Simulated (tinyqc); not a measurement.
Optical gain and spontaneous emission in a bulk direct-gap semiconductor: sweeps and comparisons. A value that a table varies takes the place of the one given here.

Parabolic bands, vertical transitions, no excitons. For each hole band j: mr = me mj/(me + mj); joint density of states J_j(E) = (mr/c)^(3/2) sqrt(E - Eg)/(2 pi^2), both spins, c = hbar^2/2m0; averaged matrix element |e.p|^2 = m0 Ep/6; alpha_j(E) = 4 pi^2 alpha_f c Ep J_j/(3 nr E) in 1/angstrom (alpha_f the fine-structure constant, listed as alpha among the constants), times 1e8 for 1/cm.

F_j(eta) = (1/Gamma(j + 1)) integral_0^infinity x^j dx/(1 + exp(x - eta)), which tends to exp(eta) for eta << 0.

Quasi-Fermi levels: n = Nc F_1/2(Fc/kT) and p = Nv F_1/2(Fv/kT), Fc counted up from the conduction edge and Fv down from the valence edge; Nc, Nv from N = 2 (m kB T/(4 pi c))^(3/2) with c = hbar^2/2m0, in 1/angstrom^3; times 1e24 for 1/cm^3, with me and (mhh^(3/2) + mlh^(3/2))^(2/3).

For band j the electron sits at Ee = (E - Eg) mr/me above its edge and the hole at Eh = (E - Eg) mr/mj; fe = 1/(1 + exp((Ee - Fc)/kT)), fh = 1/(1 + exp((Eh - Fv)/kT)); gain g = sum_j alpha_j (fe + fh - 1).

Spontaneous rate: R = integral of (nr E/(hbar c))^2/(pi^2 hbar) sum_j alpha_j fe fh dE, with alpha in 1/cm and (nr E/(hbar c))^2 in 1/cm^2 (1e16 per 1/angstrom^2); B = R/(n p); lifetime n/R.

Constants: hbar^2/2m0 = 3.80998211 eV angstrom^2; fine-structure constant alpha = 0.007297352564; kB = 8.617333262e-05 eV/K; hbar = 6.58211957e-16 eV s; hbar c = 1973.269805 eV angstrom.

Parameters, chosen for this exercise (near those of InP; shifted at random, so the results belong to these values and not to a real crystal): Eg = 1.329 eV (direct gap); me = 0.0787 m0 (electron mass); mhh = 0.597 m0 (heavy-hole mass); mlh = 0.0926 m0 (light-hole mass); Ep = 20.2 eV (Kane energy); nr = 3.36 (refractive index); T = 400 K; n = 3.2e+18 1/cm^3 (injected density, n = p).

## Peak gain against injection

The peak is the largest g over E; a dash marks no gain.

Gain:

| n (1/cm^3) | Fc (eV) | Fv (eV) | peak gain (1/cm) | peak E - Eg (eV) | B (cm^3/s) |
|---|---|---|---|---|---|
| 1.2e+18 | 0.0286 | -0.0943 | - | - | 7.85e-11 |
| 1.9e+18 | 0.0540 | -0.0780 | - | - | 7.40e-11 |
| 2.8e+18 | 0.0793 | -0.0640 | 65 | 0.0053 | 6.91e-11 |
| 3.4e+18 | 0.0938 | -0.0570 | 237 | 0.0133 | 6.63e-11 |
| 4.4e+18 | 0.1155 | -0.0474 | 564 | 0.0258 | 6.22e-11 |
| 5.6e+18 | 0.1387 | -0.0384 | 953 | 0.0396 | 5.80e-11 |
| 7.3e+18 | 0.1683 | -0.0281 | 1462 | 0.0570 | 5.32e-11 |
| 9.7e+18 | 0.2059 | -0.0168 | 2091 | 0.0777 | 4.79e-11 |

transparency density (Fc + Fv = 0) = 2.42e+18 1/cm^3

What does this show?

Gain starts at 2.42e+18 1/cm^3, where Fc = -Fv = 0.0693 eV: with Nv/Nc = 22 the electrons must be degenerate before the holes are. The slope of peak gain against n is 2.86e-16 cm^2 between the first two rows with gain and 2.62e-16 between the last two; the peak moves from 0.0053 to 0.0777 eV above the gap as the bands fill, and B falls by a factor 1.64. Line broadening and gap shrinkage are left out.

## Gain spectrum

At the density n.

Spectrum:

| E - Eg (eV) | alpha, empty (1/cm) | fe, heavy | fh, heavy | g (1/cm) |
|---|---|---|---|---|
| 0.005 | 2153 | 0.921 | 0.150 | 152 |
| 0.010 | 3034 | 0.911 | 0.148 | 175 |
| 0.020 | 4259 | 0.888 | 0.144 | 130 |
| 0.030 | 5177 | 0.860 | 0.140 | -1 |
| 0.045 | 6272 | 0.807 | 0.134 | -337 |
| 0.060 | 7164 | 0.740 | 0.128 | -840 |
| 0.080 | 8154 | 0.631 | 0.121 | -1770 |
| 0.100 | 8989 | 0.506 | 0.114 | -2956 |
| 0.130 | 10039 | 0.322 | 0.104 | -4992 |
| 0.170 | 11173 | 0.145 | 0.092 | -7579 |
| 0.220 | 12300 | 0.045 | 0.079 | -10053 |

Fc + Fv = 0.0300 eV

What can be read from the table?

g is positive below E - Eg = 0.0300 eV; the largest value listed is 175 1/cm at 0.010 eV. At 0.220 eV above the gap g is -0.82 times the absorption of the empty crystal, whose limit is -1.

## Transparency density and B against temperature

Eg is held fixed; B is taken at n = 1e15 1/cm^3.

Results:

| T (K) | transparency density (1/cm^3) | Fc/kT there | B (cm^3/s) |
|---|---|---|---|
| 100 | 3.03e+17 | 2.010 | 6.84e-10 |
| 150 | 5.56e+17 | 2.010 | 3.74e-10 |
| 200 | 8.56e+17 | 2.010 | 2.44e-10 |
| 250 | 1.20e+18 | 2.010 | 1.76e-10 |
| 300 | 1.57e+18 | 2.010 | 1.34e-10 |
| 350 | 1.98e+18 | 2.010 | 1.07e-10 |
| 400 | 2.42e+18 | 2.010 | 8.80e-11 |
| 500 | 3.38e+18 | 2.010 | 6.36e-11 |

What can be read from the table?

Fc/kT at transparency stays at 2.010, since it depends on Nv/Nc alone, so the density goes as T^1.50. B goes as T^-1.48, against T^-1.5 for non-degenerate carriers: hot carriers spread over k and fewer pairs share a wave vector.

## What moves transparency and gain

Transparency is Fc + Fv = 0; the peak is the largest g over E at the density n (0 if none). Each row changes one parameter from the base and keeps the others.

Results:

| case | transparency density (1/cm^3) | Fc + Fv (eV) | peak gain (1/cm) |
|---|---|---|---|
| base | 2.42e+18 | 0.0300 | 176 |
| me = 0.0905 m0 | 2.77e+18 | 0.0148 | 82 |
| mhh = 0.358 m0 | 1.87e+18 | 0.0563 | 570 |
| Ep = 22.2 eV | 2.42e+18 | 0.0300 | 193 |
| T = 440 K | 2.79e+18 | 0.0157 | 62 |
| n = 4.16e+18 1/cm^3 | 2.42e+18 | 0.0610 | 484 |
| nr = 3.53 | 2.42e+18 | 0.0300 | 167 |

What can be read from the table?

The largest shifts from the base row, up to three for each result and ties (the steps differ in size, so this ranks the rows, not the parameters). transparency density (1/cm^3): mhh -5.49e+17, T +3.72e+17, me +3.50e+17; unchanged at the printed digits by Ep, n and nr. Fc + Fv (eV): n +0.0310, mhh +0.0263, me -0.0152; unchanged at the printed digits by Ep and nr. peak gain (1/cm): mhh +395, n +309, T -114.

Computed by tinyqc, a small Python program: `OMP_NUM_THREADS=1 python tinyqc.py 1681088 1681089 out.jsonl` (the numbers bound the seed that draws the inputs); one thread of a shared host (Intel(R) Xeon(R) Processor @ 2.30GHz), about 0.1 s for the whole set of steps.
